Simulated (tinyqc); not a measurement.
A square-lattice strip 3 sites wide, recursive Green functions: one step of the calculation.

The device has N = 3 slices of 3 site(s), nearest-neighbour hopping -t, and site energies U; the leads are semi-infinite continuations with site energy 0. V = <i+1|H|i> = -t 1.

Problem. Transmission and its channels. T(E) = Tr[Gamma G_(N,1) Gamma G_(N,1)^dagger]. The non-zero eigenvalues T_n of the matrix under the trace are the channel transmissions; Fano factor sum T_n (1 - T_n)/sum T_n.

Values chosen for this exercise:

| symbol | value | unit | meaning |
|---|---|---|---|
| t | 1 | eV | hopping (matrix element -t) |
| E | -2.43 | eV | energy |

G_(3,1) (1/eV):
```
,1,2,3
1,0.01850953+0.05694586i,0.14837370+0.10326117i,0.11954891+0.05226150i
2,0.14440790+0.09940724i,0.29737420+0.17409957i,0.18284800+0.08629968i
3,0.11081906+0.04548223i,0.17162310+0.07755208i,0.03663789+0.03780009i
```

Gamma (eV):
```
,1,2,3
1,0.43071002,0.60911595,0.43071002
2,0.60911595,0.86142004,0.60911595
3,0.43071002,0.60911595,0.43071002
```

Give: T(E); T_n; Fano factor.

Solution.

T(E) = 0.80619
T_n: [0.80619]
Fano factor = 0.19381

With 1 open mode(s) in the leads T(E) cannot exceed 1. Inverting the whole matrix gives the same value.

tinyqc, about 0.01 s, one thread, Intel Xeon 2.30GHz (shared host): `OMP_NUM_THREADS=1 python tinyqc.py 2660009 2660010 out.jsonl`
